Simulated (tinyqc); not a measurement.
Empirical pseudopotential in a few plane waves, step by step. One step of it, computed by the program tinyqc.

Task: Bloch Hamiltonian at G. Basis: the 15 shortest G (labels in 2 pi/a), the same at every k. H(G,G') = c |k + G|^2 delta + VS(|G-G'|^2) cos((G-G').tau) + i VA sin((G-G').tau), tau = a/8 (1,1,1); 1 Ry = 13.605693 eV.

Parameters chosen for this model: fcc lattice, atoms at +/- a/8 (1,1,1); form factors in rydberg at |G|^2 in units of (2 pi/a)^2:
```
parameter                 value      unit
a                      6.040000  angstrom
VS(3)                 -0.243000        Ry
VS(8)                  0.018000        Ry
VS(11)                 0.038000        Ry
VA(3)                         0        Ry
VA(4)                         0        Ry
VA(11)                        0        Ry
hbar^2/2m (2 pi/a)^2   4.122957        eV
```

k point G (2 pi / a): [0, 0, 0]

Give: H(k) at G.

Result:

H(k) at G (eV), order +0+0+0, -1-1-1, -1-1+1, -1+1-1, -1+1+1, +1-1-1, +1-1+1, +1+1-1, +1+1+1, -2+0+0, +0-2+0, +0+0-2, +0+0+2, +0+2+0, +2+0+0:
```
[[0.000, 2.338, -2.338, -2.338, -2.338, -2.338, -2.338, -2.338, 2.338, 0.000, 0.000, 0.000, 0.000, 0.000, 0.000],
 [2.338, 12.369, 0.000, 0.000, -0.245, 0.000, -0.245, -0.245, 0.000, -2.338, -2.338, -2.338, -0.366, -0.366, -0.366],
 [-2.338, 0.000, 12.369, 0.245, 0.000, 0.245, 0.000, 0.000, -0.245, -2.338, -2.338, 0.366, 2.338, -0.366, -0.366],
 [-2.338, 0.000, 0.245, 12.369, 0.000, 0.245, 0.000, 0.000, -0.245, -2.338, 0.366, -2.338, -0.366, 2.338, -0.366],
 [-2.338, -0.245, 0.000, 0.000, 12.369, 0.000, 0.245, 0.245, 0.000, 2.338, -0.366, -0.366, -2.338, -2.338, 0.366],
 [-2.338, 0.000, 0.245, 0.245, 0.000, 12.369, 0.000, 0.000, -0.245, 0.366, -2.338, -2.338, -0.366, -0.366, 2.338],
 [-2.338, -0.245, 0.000, 0.000, 0.245, 0.000, 12.369, 0.245, 0.000, -0.366, 2.338, -0.366, -2.338, 0.366, -2.338],
 [-2.338, -0.245, 0.000, 0.000, 0.245, 0.000, 0.245, 12.369, 0.000, -0.366, -0.366, 2.338, 0.366, -2.338, -2.338],
 [2.338, 0.000, -0.245, -0.245, 0.000, -0.245, 0.000, 0.000, 12.369, -0.366, -0.366, -0.366, -2.338, -2.338, -2.338],
 [0.000, -2.338, -2.338, -2.338, 2.338, 0.366, -0.366, -0.366, -0.366, 16.492, 0.245, 0.245, -0.245, -0.245, 0.000],
 [0.000, -2.338, -2.338, 0.366, -0.366, -2.338, 2.338, -0.366, -0.366, 0.245, 16.492, 0.245, -0.245, 0.000, -0.245],
 [0.000, -2.338, 0.366, -2.338, -0.366, -2.338, -0.366, 2.338, -0.366, 0.245, 0.245, 16.492, 0.000, -0.245, -0.245],
 [0.000, -0.366, 2.338, -0.366, -2.338, -0.366, -2.338, 0.366, -2.338, -0.245, -0.245, 0.000, 16.492, 0.245, 0.245],
 [0.000, -0.366, -0.366, 2.338, -2.338, -0.366, 0.366, -2.338, -2.338, -0.245, 0.000, -0.245, 0.245, 16.492, 0.245],
 [0.000, -0.366, -0.366, -0.366, 0.366, 2.338, -2.338, -2.338, -2.338, 0.000, -0.245, -0.245, 0.245, 0.245, 16.492]]
```
